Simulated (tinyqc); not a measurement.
Van der Pauw, Hall and four-point-probe measurements on a doped layer: one step of the calculation.

A uniform n-type layer with sheet resistance Rs = 1/(q ns mu), point contacts, low field (mu B small).

Question. Resistances and Hall voltage. Rs = 1/(q ns mu). For a rectangle with contacts at the corners, RA = (8 Rs/pi) sum_(k>=0) ln coth((2k + 1) pi a/(2 b)) with current along a short side b and voltage along the opposite one, RB the same with a and b exchanged; Hall voltage VH = rH B I/(q ns), negative for electrons.

Inputs (values chosen for the exercise): sheet density of the layer ns = 6.1e12 cm^-2; drift mobility mu = 670 cm^2/(V s); Hall factor rH = 1; magnetic field B = 1 T; current I = 50 uA; side ratio a/b of a rectangular sample with corner contacts ar = 1.51.

Constants: q = 1.602176634e-19 C. Results are converted to the units shown.

Give: Rs; RA; RB; VH.

Answer.

Rs = 1527 ohm/square
RA = 67.72 ohm
RB = 991.6 ohm
VH = -5.116 mV

RB/RA = 14.6; for a square both equal Rs ln 2/pi = 337 ohm.

Computed by the program tinyqc: `OMP_NUM_THREADS=1 python tinyqc.py 2850133 2850134 out.jsonl`, one thread of a shared Intel Xeon 2.30GHz, about 0.01 s for the whole run.
